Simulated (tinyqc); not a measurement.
Inside a calculation (part 2 of 2). Method: ROHF in the sto-3g basis, for BeH, spin multiplicity 2. Computed by tinyqc, a small Python program that keeps every step (integrals from PySCF). Command: `OMP_NUM_THREADS=1 python tinyqc.py 24270 24271 out.jsonl` (the two numbers bound the seeds that draw the settings). One thread of a shared host (Intel(R) Xeon(R) Processor @ 2.60GHz), about 0.1 s of CPU time with the checks.

Geometry (angstrom):
```
atom         x         y         z
Be    0.000000  0.000000  0.000000
H     0.000000  0.000000  1.553000
```

## Iteration 3: building the Fock matrix

D(alpha) after iteration 2, order 1Be 1s, 1Be 2s, 1Be 2px, 1Be 2py, 1Be 2pz, 2H 1s:
```
[[1.062953, -0.239909, 0.000000, 0.000000, 0.075734, -0.037952],
 [-0.239909, 0.935950, 0.000000, 0.000000, -0.316148, 0.043388],
 [0.000000, 0.000000, 0.000000, 0.000000, 0.000000, 0.000000],
 [0.000000, 0.000000, 0.000000, 0.000000, 0.000000, 0.000000],
 [0.075734, -0.316148, 0.000000, 0.000000, 0.380865, 0.323009],
 [-0.037952, 0.043388, 0.000000, 0.000000, 0.323009, 0.418432]]
```

D(beta) after iteration 2, order 1Be 1s, 1Be 2s, 1Be 2px, 1Be 2py, 1Be 2pz, 2H 1s:
```
[[1.021994, -0.083564, 0.000000, 0.000000, -0.040847, -0.109227],
 [-0.083564, 0.339156, 0.000000, 0.000000, 0.128858, 0.315455],
 [0.000000, 0.000000, 0.000000, 0.000000, 0.000000, 0.000000],
 [0.000000, 0.000000, 0.000000, 0.000000, 0.000000, 0.000000],
 [-0.040847, 0.128858, 0.000000, 0.000000, 0.049041, 0.120140],
 [-0.109227, 0.315455, 0.000000, 0.000000, 0.120140, 0.294402]]
```

core Hamiltonian H = T + V (hartree), order 1Be 1s, 1Be 2s, 1Be 2px, 1Be 2py, 1Be 2pz, 2H 1s:
```
[[-8.207862, -2.020687, 0.000000, 0.000000, -0.013401, -0.345049],
 [-2.020687, -2.430844, 0.000000, 0.000000, -0.123825, -0.912953],
 [0.000000, 0.000000, -1.931870, 0.000000, 0.000000, 0.000000],
 [0.000000, 0.000000, 0.000000, -1.931870, 0.000000, 0.000000],
 [-0.013401, -0.123825, 0.000000, 0.000000, -2.024832, -1.012563],
 [-0.345049, -0.912953, 0.000000, 0.000000, -1.012563, -1.825179]]
```

Two-electron integrals (ij|kl) in chemists' order, unique and non-zero (hartree):
```
(11|11) 2.298831   (21|11) 0.392036   (21|21) 0.079539   (22|11) 0.570988
(22|21) 0.143041   (22|22) 0.417683   (31|31) 0.014607   (32|31) 0.021888
(32|32) 0.092265   (33|11) 0.569578   (33|21) 0.143083   (33|22) 0.417589
(33|33) 0.449859   (41|41) 0.014607   (42|41) 0.021888   (42|42) 0.092265
(43|43) 0.024249   (44|11) 0.569578   (44|21) 0.143083   (44|22) 0.417589
(44|33) 0.401360   (44|44) 0.449859   (51|51) 0.014607   (52|51) 0.021888
(52|52) 0.092265   (53|53) 0.024249   (54|54) 0.024249   (55|11) 0.569578
(55|21) 0.143083   (55|22) 0.417589   (55|33) 0.401360   (55|44) 0.401360
(55|55) 0.449859   (61|11) 0.064905   (61|21) 0.013161   (61|22) 0.023877
(61|33) 0.023713   (61|44) 0.023713   (61|51) 0.001158   (61|52) 0.002193
(61|55) 0.024217   (61|61) 0.002283   (62|11) 0.170578   (62|21) 0.043428
(62|22) 0.139900   (62|33) 0.134440   (62|44) 0.134440   (62|51) 0.005658
(62|52) 0.035922   (62|55) 0.150692   (62|61) 0.007951   (62|62) 0.072241
(63|31) 0.003811   (63|32) 0.018261   (63|53) 0.006077   (63|63) 0.006279
(64|41) 0.003811   (64|42) 0.018261   (64|54) 0.006077   (64|64) 0.006279
(65|11) 0.188029   (65|21) 0.048423   (65|22) 0.163411   (65|33) 0.153752
(65|44) 0.153752   (65|51) 0.009117   (65|52) 0.055636   (65|55) 0.182562
(65|61) 0.009224   (65|62) 0.095579   (65|65) 0.129981   (66|11) 0.339427
(66|21) 0.087908   (66|22) 0.318297   (66|33) 0.295537   (66|44) 0.295537
(66|51) 0.012854   (66|52) 0.107249   (66|55) 0.363534   (66|61) 0.016427
(66|62) 0.212497   (66|65) 0.297397   (66|66) 0.774606
```

nuclear repulsion = 1.36298058 hartree

J_ij = sum D_kl (ij|kl) with D = D(alpha) + D(beta), K_ij = sum D_kl (ik|jl) for each spin; F = H + J - K(s); E = tr D H + tr D J / 2 - 0.5 sum_s tr D(s) K(s) + E_nn.

Coulomb J (hartree), order 1Be 1s, 1Be 2s, 1Be 2px, 1Be 2py, 1Be 2pz, 2H 1s:
```
[[6.024171, 1.142697, 0.000000, 0.000000, 0.013783, 0.191844],
 [1.142697, 2.275154, 0.000000, 0.000000, 0.117863, 0.843353],
 [0.000000, 0.000000, 2.236436, 0.000000, 0.000000, 0.000000],
 [0.000000, 0.000000, 0.000000, 2.236436, 0.000000, 0.000000],
 [0.013783, 0.117863, 0.000000, 0.000000, 2.342806, 1.020427],
 [0.191844, 0.843353, 0.000000, 0.000000, 1.020427, 2.137105]]
```

exchange K(alpha) (hartree), order 1Be 1s, 1Be 2s, 1Be 2px, 1Be 2py, 1Be 2pz, 2H 1s:
```
[[2.333369, 0.404674, 0.000000, 0.000000, 0.001730, 0.071454],
 [0.404674, 0.504261, 0.000000, 0.000000, -0.035460, 0.258524],
 [0.000000, 0.000000, 0.108463, 0.000000, 0.000000, 0.000000],
 [0.000000, 0.000000, 0.000000, 0.108463, 0.000000, 0.000000],
 [0.001730, -0.035460, 0.000000, 0.000000, 0.439177, 0.331607],
 [0.071454, 0.258524, 0.000000, 0.000000, 0.331607, 0.590130]]
```

exchange K(beta) (hartree), order 1Be 1s, 1Be 2s, 1Be 2px, 1Be 2py, 1Be 2pz, 2H 1s:
```
[[2.306640, 0.400331, 0.000000, 0.000000, -0.000581, 0.065799],
 [0.400331, 0.312243, 0.000000, 0.000000, 0.168861, 0.281275],
 [0.000000, 0.000000, 0.057748, 0.000000, 0.000000, 0.000000],
 [0.000000, 0.000000, 0.000000, 0.057748, 0.000000, 0.000000],
 [-0.000581, 0.168861, 0.000000, 0.000000, 0.179866, 0.255306],
 [0.065799, 0.281275, 0.000000, 0.000000, 0.255306, 0.485740]]
```

F(alpha) (hartree), order 1Be 1s, 1Be 2s, 1Be 2px, 1Be 2py, 1Be 2pz, 2H 1s:
```
[[-4.517061, -1.282664, 0.000000, 0.000000, -0.001348, -0.224660],
 [-1.282664, -0.659951, 0.000000, 0.000000, 0.029497, -0.328125],
 [0.000000, 0.000000, 0.196102, 0.000000, 0.000000, 0.000000],
 [0.000000, 0.000000, 0.000000, 0.196102, 0.000000, 0.000000],
 [-0.001348, 0.029497, 0.000000, 0.000000, -0.121204, -0.323744],
 [-0.224660, -0.328125, 0.000000, 0.000000, -0.323744, -0.278204]]
```

F(beta) (hartree), order 1Be 1s, 1Be 2s, 1Be 2px, 1Be 2py, 1Be 2pz, 2H 1s:
```
[[-4.490331, -1.278321, 0.000000, 0.000000, 0.000963, -0.219004],
 [-1.278321, -0.467933, 0.000000, 0.000000, -0.174823, -0.350875],
 [0.000000, 0.000000, 0.246817, 0.000000, 0.000000, 0.000000],
 [0.000000, 0.000000, 0.000000, 0.246817, 0.000000, 0.000000],
 [0.000963, -0.174823, 0.000000, 0.000000, 0.138107, -0.247443],
 [-0.219004, -0.350875, 0.000000, 0.000000, -0.247443, -0.173814]]
```

total energy of this density = -14.90939901 hartree

## Iteration 3: Roothaan effective Fock matrix

overlap S, order 1Be 1s, 1Be 2s, 1Be 2px, 1Be 2py, 1Be 2pz, 2H 1s:
```
[[1.000000, 0.259517, 0.000000, 0.000000, 0.000000, 0.043523],
 [0.259517, 1.000000, 0.000000, 0.000000, 0.000000, 0.377003],
 [0.000000, 0.000000, 1.000000, 0.000000, 0.000000, 0.000000],
 [0.000000, 0.000000, 0.000000, 1.000000, 0.000000, 0.000000],
 [0.000000, 0.000000, 0.000000, 0.000000, 1.000000, 0.459600],
 [0.043523, 0.377003, 0.000000, 0.000000, 0.459600, 1.000000]]
```

With projectors Pc = D(beta) S, Po = (D(alpha) - D(beta)) S, Pv = 1 - D(alpha) S, the block xy is Px^T F Py; with Fc = (F(alpha) + F(beta))/2, the blocks are Fc for cc, oo, vv and cv, F(beta) for co and F(alpha) for ov.

effective F (hartree), order 1Be 1s, 1Be 2s, 1Be 2px, 1Be 2py, 1Be 2pz, 2H 1s:
```
[[-4.503720, -1.280377, 0.000000, 0.000000, -0.001045, -0.222123],
 [-1.280377, -0.544310, 0.000000, 0.000000, -0.073249, -0.343008],
 [0.000000, 0.000000, 0.221459, 0.000000, 0.000000, 0.000000],
 [0.000000, 0.000000, 0.000000, 0.221459, 0.000000, 0.000000],
 [-0.001045, -0.073249, 0.000000, 0.000000, -0.021074, -0.294903],
 [-0.222123, -0.343008, 0.000000, 0.000000, -0.294903, -0.228383]]
```

## Iteration 3: DIIS over 3 matrices

error matrix X^T (FDS - SDF) X:
```
[[0.000000, 0.000079, 0.000000, 0.000000, 0.001311, -0.005281],
 [-0.000079, 0.000000, 0.000000, 0.000000, 0.001915, 0.028805],
 [0.000000, 0.000000, 0.000000, 0.000000, 0.000000, 0.000000],
 [0.000000, 0.000000, 0.000000, 0.000000, 0.000000, 0.000000],
 [-0.001311, -0.001915, 0.000000, 0.000000, 0.000000, -0.027767],
 [0.005281, -0.028805, 0.000000, 0.000000, 0.027767, 0.000000]]
```

B (overlaps of the stored error matrices):
```
[[2.3074756e-01, 2.4669886e-02, 1.6461548e-02],
 [2.4669886e-02, 1.8539142e-02, 5.6911026e-03],
 [1.6461548e-02, 5.6911026e-03, 3.2679688e-03]]
```

Minimise |sum c_i e_i|^2 with sum c_i = 1: solve [B -1; -1 0][c; lambda] = [0; -1] with B_ij = tr e_i^T e_j, and take F = sum c_i F_i.

DIIS coefficients: [-0.059879, -0.199208, 1.259087]

extrapolated F (hartree), order 1Be 1s, 1Be 2s, 1Be 2px, 1Be 2py, 1Be 2pz, 2H 1s:
```
[[-4.525035, -1.284682, 0.000000, 0.000000, -0.001474, -0.222623],
 [-1.284682, -0.539051, 0.000000, 0.000000, -0.076779, -0.348498],
 [0.000000, 0.000000, 0.223554, 0.000000, 0.000000, 0.000000],
 [0.000000, 0.000000, 0.000000, 0.223554, 0.000000, 0.000000],
 [-0.001474, -0.076779, 0.000000, 0.000000, -0.038119, -0.304855],
 [-0.222623, -0.348498, 0.000000, 0.000000, -0.304855, -0.235168]]
```

## Iteration 3: diagonalisation and new density

X, order 1Be 1s, 1Be 2s, 1Be 2px, 1Be 2py, 1Be 2pz, 2H 1s:
```
[[1.027669, -0.144036, 0.000000, 0.000000, -0.010046, 0.023088],
 [-0.144036, 1.103643, 0.000000, 0.000000, 0.091460, -0.253020],
 [0.000000, 0.000000, 1.000000, 0.000000, 0.000000, 0.000000],
 [0.000000, 0.000000, 0.000000, 1.000000, 0.000000, 0.000000],
 [-0.010046, 0.091460, 0.000000, 0.000000, 1.108548, -0.301539],
 [0.023088, -0.253020, 0.000000, 0.000000, -0.301539, 1.182619]]
```

Diagonalise F' = X^T F X, C = X C', fill 3 alpha and 2 beta electrons from the bottom; D(s) = C_occ C_occ^T. Each column has its largest component positive (the first on a tie).

F' = X^T F X (hartree):
```
[[-4.418192, -0.689463, 0.000000, 0.000000, -0.011636, -0.001843],
 [-0.689463, -0.180341, 0.000000, 0.000000, 0.061782, -0.309476],
 [0.000000, 0.000000, 0.223554, 0.000000, 0.000000, 0.000000],
 [0.000000, 0.000000, 0.000000, 0.223554, 0.000000, 0.000000],
 [-0.011636, 0.061782, 0.000000, 0.000000, 0.135313, -0.359708],
 [-0.001843, -0.309476, 0.000000, 0.000000, -0.359708, 0.047852]]
```

orbital energies (hartree): [-4.528103, -0.404271, -0.042915, 0.223554, 0.223554, 0.559921]

coefficients C, order 1Be 1s, 1Be 2s, 1Be 2px, 1Be 2py, 1Be 2pz, 2H 1s:
```
[[0.992377, -0.170597, -0.213975, 0.000000, 0.000000, 0.133355],
 [0.028741, 0.496082, 0.792330, 0.000000, 0.000000, -0.660643],
 [0.000000, 0.000000, 0.000000, 0.410340, 0.911933, 0.000000],
 [0.000000, 0.000000, 0.000000, 0.911933, -0.410340, 0.000000],
 [0.002486, 0.289359, -0.607788, 0.000000, 0.000000, -0.935483],
 [-0.004219, 0.572119, -0.222472, 0.000000, 0.000000, 1.085004]]
```

D(alpha) after iteration 3, order 1Be 1s, 1Be 2s, 1Be 2px, 1Be 2py, 1Be 2pz, 2H 1s:
```
[[1.059700, -0.225646, 0.000000, 0.000000, 0.083155, -0.054185],
 [-0.225646, 0.874710, 0.000000, 0.000000, -0.337951, 0.107425],
 [0.000000, 0.000000, 0.000000, 0.000000, 0.000000, 0.000000],
 [0.000000, 0.000000, 0.000000, 0.000000, 0.000000, 0.000000],
 [0.083155, -0.337951, 0.000000, 0.000000, 0.453141, 0.300753],
 [-0.054185, 0.107425, 0.000000, 0.000000, 0.300753, 0.376832]]
```

D(beta) after iteration 3, order 1Be 1s, 1Be 2s, 1Be 2px, 1Be 2py, 1Be 2pz, 2H 1s:
```
[[1.013915, -0.056108, 0.000000, 0.000000, -0.046896, -0.101789],
 [-0.056108, 0.246923, 0.000000, 0.000000, 0.143617, 0.283697],
 [0.000000, 0.000000, 0.000000, 0.000000, 0.000000, 0.000000],
 [0.000000, 0.000000, 0.000000, 0.000000, 0.000000, 0.000000],
 [-0.046896, 0.143617, 0.000000, 0.000000, 0.083735, 0.165537],
 [-0.101789, 0.283697, 0.000000, 0.000000, 0.165537, 0.327338]]
```

Within a degenerate level the vectors are fixed only up to a rotation; this is one choice.

## Iteration 9 (converged): orbitals

converged F (hartree), order 1Be 1s, 1Be 2s, 1Be 2px, 1Be 2py, 1Be 2pz, 2H 1s:
```
[[-4.506824, -1.282894, 0.000000, 0.000000, -0.001093, -0.222943],
 [-1.282894, -0.524192, 0.000000, 0.000000, -0.070990, -0.338997],
 [0.000000, 0.000000, 0.222994, 0.000000, 0.000000, 0.000000],
 [0.000000, 0.000000, 0.000000, 0.222994, 0.000000, 0.000000],
 [-0.001093, -0.070990, 0.000000, 0.000000, -0.041501, -0.299839],
 [-0.222943, -0.338997, 0.000000, 0.000000, -0.299839, -0.224767]]
```

As before.

F' = X^T F X (hartree):
```
[[-4.399248, -0.691921, 0.000000, 0.000000, -0.011704, -0.003075],
 [-0.691921, -0.166197, 0.000000, 0.000000, 0.065845, -0.304647],
 [0.000000, 0.000000, 0.222994, 0.000000, 0.000000, 0.000000],
 [0.000000, 0.000000, 0.000000, 0.222994, 0.000000, 0.000000],
 [-0.011704, 0.065845, 0.000000, 0.000000, 0.129513, -0.355610],
 [-0.003075, -0.304647, 0.000000, 0.000000, -0.355610, 0.054629]]
```

orbital energies (hartree): [-4.510054, -0.388633, -0.041561, 0.222994, 0.222994, 0.558945]

coefficients C, order 1Be 1s, 1Be 2s, 1Be 2px, 1Be 2py, 1Be 2pz, 2H 1s:
```
[[0.992170, -0.167118, -0.215983, 0.000000, 0.000000, 0.136036],
 [0.029458, 0.481419, 0.793406, 0.000000, 0.000000, -0.670099],
 [0.000000, 0.000000, 0.000000, 0.781950, -0.623341, 0.000000],
 [0.000000, 0.000000, 0.000000, 0.623341, 0.781950, 0.000000],
 [0.002363, 0.299361, -0.613181, 0.000000, 0.000000, -0.928792],
 [-0.004165, 0.576827, -0.199918, 0.000000, 0.000000, 1.086901]]
```

D(alpha) after iteration 9, order 1Be 1s, 1Be 2s, 1Be 2px, 1Be 2py, 1Be 2pz, 2H 1s:
```
[[1.058978, -0.222589, 0.000000, 0.000000, 0.084753, -0.057352],
 [-0.222589, 0.862126, 0.000000, 0.000000, -0.342314, 0.118956],
 [0.000000, 0.000000, 0.000000, 0.000000, 0.000000, 0.000000],
 [0.000000, 0.000000, 0.000000, 0.000000, 0.000000, 0.000000],
 [0.084753, -0.342314, 0.000000, 0.000000, 0.465614, 0.295256],
 [-0.057352, 0.118956, 0.000000, 0.000000, 0.295256, 0.372713]]
```

D(beta) after iteration 9, order 1Be 1s, 1Be 2s, 1Be 2px, 1Be 2py, 1Be 2pz, 2H 1s:
```
[[1.012329, -0.051227, 0.000000, 0.000000, -0.047684, -0.100531],
 [-0.051227, 0.232632, 0.000000, 0.000000, 0.144188, 0.277573],
 [0.000000, 0.000000, 0.000000, 0.000000, 0.000000, 0.000000],
 [0.000000, 0.000000, 0.000000, 0.000000, 0.000000, 0.000000],
 [-0.047684, 0.144188, 0.000000, 0.000000, 0.089623, 0.172669],
 [-0.100531, 0.277573, 0.000000, 0.000000, 0.172669, 0.332746]]
```

Within a degenerate level the vectors are fixed only up to a rotation; this is one choice.

## Convergence

Stop when the energy changes by less than 1e-08 hartree and every element of the error matrix X^T (F D S - S D F) X is below 3e-05.

Course of the cycle:
```
iteration   E (hartree)     change  largest element of the error matrix
1          -14.98937650          -                             2.70e-01
2          -14.88945637   9.99e-02                             8.97e-02
3          -14.90939901  -1.99e-02                             2.88e-02
4          -14.91552094  -6.12e-03                             5.70e-03
5          -14.91566241  -1.41e-04                             1.11e-03
6          -14.91566423  -1.83e-06                             3.13e-04
7          -14.91566469  -4.60e-07                             1.13e-04
8          -14.91566474  -4.91e-08                             3.56e-06
9          -14.91566474  -3.44e-11                             1.70e-06
```

PySCF ROHF in the same basis = -14.91566474 hartree

Converged in 9 iterations.

## Populations, bond orders and dipole

Mulliken: Z minus the diagonal of D S on the atom; Loewdin: the same with S^(1/2) D S^(1/2); Mayer order: 2 sum_s sum (D(s) S)_ij (D(s) S)_ji over the two atoms.

Charges (e):
```
atom   Mulliken    Loewdin  Mulliken spin
1Be    0.063139   0.054422       0.961612
2H    -0.063139  -0.054422       0.038388
```

Mayer bond orders:
```
pair     order
2-1   0.994540
```

dipole moment about the origin, x y z (debye): [0.000000, 0.000000, -0.728363]
